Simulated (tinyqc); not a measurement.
Worked calculation: RKS/LDA (VWN5) in the sto-3g basis, for BeH2, spin multiplicity 1. One step of it, computed by the program tinyqc.

Question. Iteration 2: building the Kohn-Sham matrix. J_ij = sum D_kl (ij|kl); F = H + J + V_xc; E = tr D H + tr D J / 2 + E_xc + E_nn.

D after iteration 1:
```
,1Be 1s,1Be 2s,1Be 2px,1Be 2py,1Be 2pz,2H 1s,3H 1s
1Be 1s,2.106799,-0.386283,-0.044030,-0.059768,0.004598,-0.115257,-0.071984
1Be 2s,-0.386283,1.386004,0.176925,0.262053,-0.023652,0.476187,0.226879
1Be 2px,-0.044030,0.176925,0.024437,0.062085,-0.005055,0.071847,-0.011458
1Be 2py,-0.059768,0.262053,0.062085,0.494495,-0.036075,0.261500,-0.585544
1Be 2pz,0.004598,-0.023652,-0.005055,-0.036075,0.002649,-0.020311,0.040759
2H 1s,-0.115257,0.476187,0.071847,0.261500,-0.020311,0.229756,-0.164168
3H 1s,-0.071984,0.226879,-0.011458,-0.585544,0.040759,-0.164168,0.924790
```

core Hamiltonian H = T + V (hartree):
```
,1Be 1s,1Be 2s,1Be 2px,1Be 2py,1Be 2pz,2H 1s,3H 1s
1Be 1s,-8.453870,-2.084530,0.000000,0.000000,-0.001839,-0.204226,-0.204226
1Be 2s,-2.084530,-2.679230,0.000000,0.000000,-0.018365,-0.709069,-0.709069
1Be 2px,0.000000,0.000000,-2.164655,0.000000,0.000000,0.000000,0.000000
1Be 2py,0.000000,0.000000,0.000000,-2.302176,0.000000,-0.835434,0.835434
1Be 2pz,-0.001839,-0.018365,0.000000,0.000000,-2.165844,-0.078734,-0.078734
2H 1s,-0.204226,-0.709069,0.000000,-0.835434,-0.078734,-1.786221,-0.017746
3H 1s,-0.204226,-0.709069,0.000000,0.835434,-0.078734,-0.017746,-1.786221
```

Two-electron integrals (ij|kl) in chemists' order, unique and non-zero (hartree):
```
i,j,k,l,(ij|kl)
1,1,1,1,2.298831
2,1,1,1,0.392036
2,1,2,1,0.079539
2,2,1,1,0.570988
2,2,2,1,0.143041
2,2,2,2,0.417683
3,1,3,1,0.014607
3,2,3,1,0.021888
3,2,3,2,0.092265
3,3,1,1,0.569578
3,3,2,1,0.143083
3,3,2,2,0.417589
3,3,3,3,0.449859
4,1,4,1,0.014607
4,2,4,1,0.021888
4,2,4,2,0.092265
4,3,4,3,0.024249
4,4,1,1,0.569578
4,4,2,1,0.143083
4,4,2,2,0.417589
4,4,3,3,0.401360
4,4,4,4,0.449859
5,1,5,1,0.014607
5,2,5,1,0.021888
5,2,5,2,0.092265
5,3,5,3,0.024249
5,4,5,4,0.024249
5,5,1,1,0.569578
5,5,2,1,0.143083
5,5,2,2,0.417589
5,5,3,3,0.401360
5,5,4,4,0.401360
5,5,5,5,0.449859
6,1,1,1,0.037317
6,1,2,1,0.007568
6,1,2,2,0.013738
6,1,3,3,0.013650
6,1,4,1,0.000677
6,1,4,2,0.001278
6,1,4,4,0.013919
6,1,5,1,0.000063
6,1,5,2,0.000119
6,1,5,4,0.000025
6,1,5,5,0.013652
6,1,6,1,0.000756
6,2,1,1,0.119412
6,2,2,1,0.030507
6,2,2,2,0.101150
6,2,3,3,0.097006
6,2,4,1,0.003892
6,2,4,2,0.026646
6,2,4,4,0.109233
6,2,5,1,0.000362
6,2,5,2,0.002478
6,2,5,4,0.001137
6,2,5,5,0.097111
6,2,6,1,0.003214
6,2,6,2,0.041587
6,3,3,1,0.002379
6,3,3,2,0.012051
6,3,4,3,0.004266
6,3,5,3,0.000397
6,3,6,3,0.003133
6,4,1,1,0.139500
6,4,2,1,0.035985
6,4,2,2,0.124436
6,4,3,3,0.117250
6,4,4,1,0.006134
6,4,4,2,0.040761
6,4,4,4,0.138564
6,4,5,1,0.000349
6,4,5,2,0.002670
6,4,5,4,0.001585
6,4,5,5,0.117361
6,4,6,1,0.003907
6,4,6,2,0.057257
6,4,6,4,0.080313
6,5,1,1,0.012971
6,5,2,1,0.003346
6,5,2,2,0.011571
6,5,3,3,0.010902
6,5,4,1,0.000349
6,5,4,2,0.002670
6,5,4,4,0.012091
6,5,5,1,0.002411
6,5,5,2,0.012299
6,5,5,4,0.004376
6,5,5,5,0.011706
6,5,6,1,0.000363
6,5,6,2,0.005324
6,5,6,4,0.007177
6,5,6,5,0.003800
6,6,1,1,0.293006
6,6,2,1,0.075981
6,6,2,2,0.283159
6,6,3,3,0.264295
6,6,4,1,0.009724
6,6,4,2,0.090157
6,6,4,4,0.320025
6,6,5,1,0.000904
6,6,5,2,0.008383
6,6,5,4,0.005182
6,6,5,5,0.264777
6,6,6,1,0.008069
6,6,6,2,0.157364
6,6,6,4,0.227047
6,6,6,5,0.021112
6,6,6,6,0.774606
7,1,1,1,0.037317
7,1,2,1,0.007568
7,1,2,2,0.013738
7,1,3,3,0.013650
7,1,4,1,-0.000677
7,1,4,2,-0.001278
7,1,4,4,0.013919
7,1,5,1,0.000063
7,1,5,2,0.000119
7,1,5,4,-0.000025
7,1,5,5,0.013652
7,1,6,1,0.000689
7,1,6,2,0.002714
7,1,6,4,0.003125
7,1,6,5,0.000312
7,1,6,6,0.006767
7,1,7,1,0.000756
7,2,1,1,0.119412
7,2,2,1,0.030507
7,2,2,2,0.101150
7,2,3,3,0.097006
7,2,4,1,-0.003892
7,2,4,2,-0.026646
7,2,4,4,0.109233
7,2,5,1,0.000362
7,2,5,2,0.002478
7,2,5,4,-0.001137
7,2,5,5,0.097111
7,2,6,1,0.002714
7,2,6,2,0.018781
7,2,6,4,0.021851
7,2,6,5,0.002400
7,2,6,6,0.051717
7,2,7,1,0.003214
7,2,7,2,0.041587
7,3,3,1,0.002379
7,3,3,2,0.012051
7,3,4,3,-0.004266
7,3,5,3,0.000397
7,3,6,3,0.000990
7,3,7,3,0.003133
7,4,1,1,-0.139500
7,4,2,1,-0.035985
7,4,2,2,-0.124436
7,4,3,3,-0.117250
7,4,4,1,0.006134
7,4,4,2,0.040761
7,4,4,4,-0.138564
7,4,5,1,-0.000349
7,4,5,2,-0.002670
7,4,5,4,0.001585
7,4,5,5,-0.117361
7,4,6,1,-0.003125
7,4,6,2,-0.021851
7,4,6,4,-0.025168
7,4,6,5,-0.002757
7,4,6,6,-0.060670
7,4,7,1,-0.003907
7,4,7,2,-0.057257
7,4,7,4,0.080313
7,5,1,1,0.012971
7,5,2,1,0.003346
7,5,2,2,0.011571
7,5,3,3,0.010902
7,5,4,1,-0.000349
7,5,4,2,-0.002670
7,5,4,4,0.012091
7,5,5,1,0.002411
7,5,5,2,0.012299
7,5,5,4,-0.004376
7,5,5,5,0.011706
7,5,6,1,0.000312
7,5,6,2,0.002400
7,5,6,4,0.002757
7,5,6,5,0.001291
7,5,6,6,0.006684
7,5,7,1,0.000363
7,5,7,2,0.005324
7,5,7,4,-0.007177
7,5,7,5,0.003800
7,6,1,1,0.002952
7,6,2,1,0.000731
7,6,2,2,0.002083
7,6,3,3,0.002061
7,6,4,4,0.002117
7,6,5,1,0.000020
7,6,5,2,0.000103
7,6,5,5,0.002068
7,6,6,1,0.000070
7,6,6,2,0.000516
7,6,6,4,0.000639
7,6,6,5,0.000073
7,6,6,6,0.001466
7,6,7,1,0.000070
7,6,7,2,0.000516
7,6,7,4,-0.000639
7,6,7,5,0.000073
7,6,7,6,0.000011
7,7,1,1,0.293006
7,7,2,1,0.075981
7,7,2,2,0.283159
7,7,3,3,0.264295
7,7,4,1,-0.009724
7,7,4,2,-0.090157
7,7,4,4,0.320025
7,7,5,1,0.000904
7,7,5,2,0.008383
7,7,5,4,-0.005182
7,7,5,5,0.264777
7,7,6,1,0.006767
7,7,6,2,0.051717
7,7,6,4,0.060670
7,7,6,5,0.006684
7,7,6,6,0.147321
7,7,7,1,0.008069
7,7,7,2,0.157364
7,7,7,4,-0.227047
7,7,7,5,0.021112
7,7,7,6,0.001466
7,7,7,7,0.774606
```

nuclear repulsion = 2.49433343 hartree

V_xc (hartree):
```
,1Be 1s,1Be 2s,1Be 2px,1Be 2py,1Be 2pz,2H 1s,3H 1s
1Be 1s,-1.418115,-0.210234,-0.002074,-0.002094,0.000127,-0.020407,-0.020119
1Be 2s,-0.210234,-0.324030,-0.014553,-0.007514,-0.001513,-0.093938,-0.102756
1Be 2px,-0.002074,-0.014553,-0.300672,-0.002179,0.000184,-0.001987,-0.001218
1Be 2py,-0.002094,-0.007514,-0.002179,-0.362963,0.002798,-0.122862,0.138044
1Be 2pz,0.000127,-0.001513,0.000184,0.002798,-0.301075,-0.010533,-0.012764
2H 1s,-0.020407,-0.093938,-0.001987,-0.122862,-0.010533,-0.341942,-0.001746
3H 1s,-0.020119,-0.102756,-0.001218,0.138044,-0.012764,-0.001746,-0.442965
```

E_xc = sum of w rho eps_xc = -3.28489689 hartree

Give: Coulomb J; Kohn-Sham matrix F; total energy of this density.

Answer.

Coulomb J (hartree):
```
,1Be 1s,1Be 2s,1Be 2px,1Be 2py,1Be 2pz,2H 1s,3H 1s
1Be 1s,6.357,1.226,0.007,0.001,0.001,0.117,0.117
1Be 2s,1.226,2.564,0.032,-0.030,0.014,0.624,0.683
1Be 2px,0.007,0.032,2.514,0.004,0.000,0.005,0.004
1Be 2py,0.001,-0.030,0.004,2.654,-0.006,0.773,-0.867
1Be 2pz,0.001,0.014,0.000,-0.006,2.513,0.072,0.081
2H 1s,0.117,0.624,0.005,0.773,0.072,1.836,0.013
3H 1s,0.117,0.683,0.004,-0.867,0.081,0.013,2.237
```

Kohn-Sham matrix F (hartree):
```
,1Be 1s,1Be 2s,1Be 2px,1Be 2py,1Be 2pz,2H 1s,3H 1s
1Be 1s,-3.515,-1.069,0.005,-0.001,0.000,-0.107,-0.107
1Be 2s,-1.069,-0.439,0.018,-0.038,-0.006,-0.179,-0.129
1Be 2px,0.005,0.018,0.048,0.002,0.000,0.003,0.002
1Be 2py,-0.001,-0.038,0.002,-0.011,-0.004,-0.185,0.107
1Be 2pz,0.000,-0.006,0.000,-0.004,0.047,-0.018,-0.010
2H 1s,-0.107,-0.179,0.003,-0.185,-0.018,-0.293,-0.006
3H 1s,-0.107,-0.129,0.002,0.107,-0.010,-0.006,0.008
```

total energy of this density = -15.22349 hartree
